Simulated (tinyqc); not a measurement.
Worked calculation: Hueckel theory of the pi electrons with the omega technique, for the molecule BC=C[CH2] (SMILES; centres numbered as the heavy atoms are written). One step of it, computed by the program tinyqc.

Task: Orbitals, round 1. Diagonalise; E = alpha + x beta with beta < 0, so the largest x are filled first; degenerate levels share their electrons. P = sum n_i c_ri c_si; each orbital has its largest coefficient positive (the first on a tie).

Hueckel matrix in units of beta (H = alpha + beta A):
```
           1B        2C        3C        4C
1B  -1.000000  0.700000  0.000000  0.000000
2C   0.700000  0.000000  1.000000  0.000000
3C   0.000000  1.000000  0.000000  1.000000
4C   0.000000  0.000000  1.000000  0.000000
```

pi electrons, sum of z_r less the charge = 3

Give: x values; occupations; coefficients; charge and bond-order matrix P.

Result:

x values: 1.4684  0.2000  -1.0000  -1.6684

occupations: 2.0000  1.0000  0.0000  0.0000

coefficients:
```
       MO1      MO2      MO3      MO4
1B  0.1529  -0.3713   0.7107   0.5777
2C  0.5391  -0.6364   0.0000  -0.5517
3C  0.6846   0.1326  -0.4975   0.5160
4C  0.4662   0.6630   0.4975  -0.3093
```

charge and bond-order matrix P:
```
         1B      2C      3C       4C
1B   0.1846  0.4011  0.1601  -0.1036
2C   0.4011  0.9863  0.6537   0.0807
3C   0.1601  0.6537  0.9549   0.7262
4C  -0.1036  0.0807  0.7262   0.8742
```
